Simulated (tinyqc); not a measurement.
What the shift does to the intrinsic density: temperature and isotope dependence of a band gap in oscillator models.

E(T) = E0 - sum_i sl_i th_i n_i(T), n = 1/(exp(th/T) - 1). The same coupling lowers the gap at 0 K by the zero-point term ZP = sum_i sl_i th_i/2, so the gap of the static lattice is E0 + ZP. Thermal expansion is taken as part of the slopes.

Constants: kB = 8.617333262e-05 eV/K; hbar^2/2m0 = 3.80998211 eV angstrom^2.

Values chosen for the exercise (near those of InAs; shifted at random, so the results belong to these values and not to a real crystal): E0 = 0.413 eV (gap at 0 K); th = (58, 188) K (temperatures of two oscillators); sl = (0.0449, 0.2191) meV/K (their high-temperature slopes); mm = 0.09 m0 (geometric mean of the density-of-states masses).

ni = 2 (mm kT/(4 pi c))^(3/2) exp(-E/2kT), c = hbar^2/2m0, with E(T) and with E0; 1 angstrom^-3 = 1e24 cm^-3. Apparent gap from an Arrhenius plot of ni/T^(3/2): E(T) - T dE/dT, dE/dT = -sum sl_i (th_i/T)^2 n_i (1 + n_i).

Results:

| T (K) | E(T) (eV) | ni (cm^-3) | ni with E(T) / ni with E0 | apparent gap (eV) |
|---|---|---|---|---|
| 200 | 0.3789 | 6.22e+12 | 2.693 | 0.4285 |
| 250 | 0.3663 | 1.05e+14 | 2.957 | 0.4297 |
| 300 | 0.3535 | 7.27e+14 | 3.160 | 0.4306 |
| 350 | 0.3406 | 3.01e+15 | 3.319 | 0.4312 |
| 400 | 0.3277 | 9.00e+15 | 3.448 | 0.4316 |
| 500 | 0.3016 | 4.40e+16 | 3.643 | 0.4323 |
| 700 | 0.2492 | 3.06e+17 | 3.889 | 0.4330 |

What does the comparison show, and why?

Using E0 in place of E(T) understates ni by a factor that rises from 2.69 to 3.89, towards exp(sum sl/2kB) = 4.6. The slope of an Arrhenius plot returns neither E(T) nor E0 but the intercept of the tangent, 0.4306 eV at 300 K, which lies 18 meV above E0 and tends to the static gap 0.4349 eV.

Program tinyqc; command `OMP_NUM_THREADS=1 python tinyqc.py 1880529 1880530 out.jsonl`; about 0.01 s on one thread of a shared Intel(R) Xeon(R) Processor @ 2.30GHz.
